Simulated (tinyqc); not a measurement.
# Band bending at a free surface with a continuum of surface states, surface photovoltage and Kelvin probe: what changes with what

n-type bulk, xi = Ec - EF = Vt ln(Nc/Nd), p0 = ni^2/Nd, ni = sqrt(Nc Nv) exp(-Eg/(2 Vt)), Eg in volts. b is the upward band bending, u = b/Vt. Space charge per area, in units of q: Qc = sign(b) sqrt((2 eps0 eps_r Vt/q) [(Nd + dn)(exp(-u) - 1) + Nd u + (p0 + dn)(exp(u) - 1)]), with dn the excess density under light (flat quasi-Fermi levels; 0 in the dark). The states hold -Ds (E0 - xi - b): negative while the Fermi level lies above the neutrality level. Neutrality: Qc + Qf + (charge of the states) = 0.

Parameters, values chosen for the exercise; band and dielectric values close to those of silicon:
- T = 300 K (temperature)
- Eg = 1.14 eV (band gap)
- eps_r = 11.5 (relative permittivity)
- Nc = 2.78e19 cm^-3 (conduction-band density of states at T)
- Nv = 2.65e19 cm^-3 (valence-band density of states at T)
- chi = 4.01 eV (electron affinity)
- Nd = 1.6e15 cm^-3 (donor density)
- Qf = 4.2e10 cm^-2 (fixed positive charge at the surface)
- pt = 4.99 eV (work function of the probe tip)
- Ds = 5.7e12 cm^-2 eV^-1 (density of surface states)
- E0 = 0.41 eV (depth of their neutrality level below the conduction edge)

Constants: q = 1.602176634e-19 C, kB = 1.380649e-23 J/K, Vt = kB T/q, eps0 = 8.8541878128e-14 F/cm where lengths are in cm. Results are converted to the units shown.

Each table varies one quantity; the others keep the values above.

## Kelvin-probe contrast of the doping

Work function chi + xi + b; contact potential difference CPD = (work function of the sample) - pt. b solves the neutrality condition in the dark.

Results:

| Nd (cm^-3) | xi (eV) | b (V) | CPD (mV) |
|---|---|---|---|
| 9.2e13 | 0.3262 | 0.07506 | -578.7 |
| 3.3e14 | 0.2932 | 0.1062 | -580.6 |
| 1.2e15 | 0.2598 | 0.1356 | -584.6 |
| 1.5e16 | 0.1945 | 0.1782 | -607.3 |
| 5.3e16 | 0.1619 | 0.1835 | -634.6 |
| 1.9e17 | 0.1289 | 0.1702 | -680.9 |
| 6.8e17 | 0.09593 | 0.1357 | -748.4 |
| 2.4e18 | 0.06333 | 0.09084 | -825.8 |

Estimate the missing row, Nd = 4.2e15 cm^-3.

Computed row:

| Nd (cm^-3) | xi (eV) | b (V) | CPD (mV) |
|---|---|---|---|
| 4.2e15 | 0.2274 | 0.1603 | -592.2 |

With this row back in the table: xi falls by 263 mV over the table and the CPD by 247 mV; b goes from 0.0751 through a maximum of 0.184 (at Nd = 5.3e16 cm^-3 among the rows listed) to 0.0908 V. Between the first two rows the CPD follows 5.69 % of the change of xi, and between the last two 238 %. It is below 100 % where b rises with the doping (pinning hides it). It exceeds 100 % where b falls as the doping rises.

## Pinning by the surface states

Same model as above.

Pinning by the surface states:

| Ds (cm^-2 eV^-1) | b (V) | xi + b (eV) | Qc (cm^-2) |
|---|---|---|---|
| 2.4e10 | -0.043098 | 0.20929 | -3.7183e10 |
| 6.7e10 | -0.035759 | 0.21663 | -2.9044e10 |
| 1.8e11 | -0.015544 | 0.23684 | -1.0832e10 |
| 5.1e11 | 0.037804 | 0.29019 | 1.9102e10 |
| 1.4e12 | 0.099809 | 0.35220 | 3.8925e10 |
| 3.9e12 | 0.13477 | 0.38716 | 4.7094e10 |
| 1.1e13 | 0.14924 | 0.40163 | 5.0109e10 |
| 2.9e13 | 0.15440 | 0.40679 | 5.1143e10 |
| 8.1e13 | 0.15646 | 0.40885 | 5.1550e10 |

Read the table: what changes, and by how much?

b rises from -0.0431 to 0.156 V. The Fermi level moves towards E0 = 0.41 eV and is within 1.15 meV of it in the last row; it is half-way there at the Ds that solves Ds b = Qc(b) + Qf with b = (E0 - xi)/2, 9.54e11 cm^-2 eV^-1.

## Photovoltage against injection

Same model as above.

Under chopped light the surface charge keeps its dark value, so b falls to bL with Qc(bL, dn) = Qc(b, 0); the photovoltage is b - bL.

Results:

| dn (cm^-3) | bL (V) | photovoltage (mV) | share of b removed (%) |
|---|---|---|---|
| 2e6 | 0.14172 | 7.7347e-6 | 5.4576e-6 |
| 2.5e7 | 0.14172 | 9.6684e-5 | 6.8220e-5 |
| 3.2e8 | 0.14172 | 0.0012375 | 8.7318e-4 |
| 4e9 | 0.14171 | 0.015460 | 0.010909 |
| 5e10 | 0.14153 | 0.19193 | 0.13543 |
| 8e12 | 0.12538 | 16.346 | 11.534 |
| 1e14 | 0.090563 | 51.161 | 36.099 |
| 1.3e15 | 0.046974 | 94.750 | 66.856 |
| 1.6e16 | 0.016693 | 125.03 | 88.222 |

Estimate the missing row, dn = 6.3e11 cm^-3.

Computed row:

| dn (cm^-3) | bL (V) | photovoltage (mV) | share of b removed (%) |
|---|---|---|---|
| 6.3e11 | 0.13949 | 2.2335 | 1.5760 |

With this row back in the table: The photovoltage rises from 7.73e-6 to 125 mV, towards the full b = 142 mV. Its steepest rise is 39.1 mV a decade (Vt ln 10 = 59.5 mV), and it reaches 88.2 % of b in the last row: even strong light does not flatten the bands fully, so a saturation reading understates b. For dn = 1.6e16 the injection is high, and a Dember voltage, left out here, adds to the signal.

Numbers from tinyqc (`OMP_NUM_THREADS=1 python tinyqc.py 2430154 2430155 out.jsonl`; about 0.01 s on one thread of a shared Intel Xeon 2.30GHz).
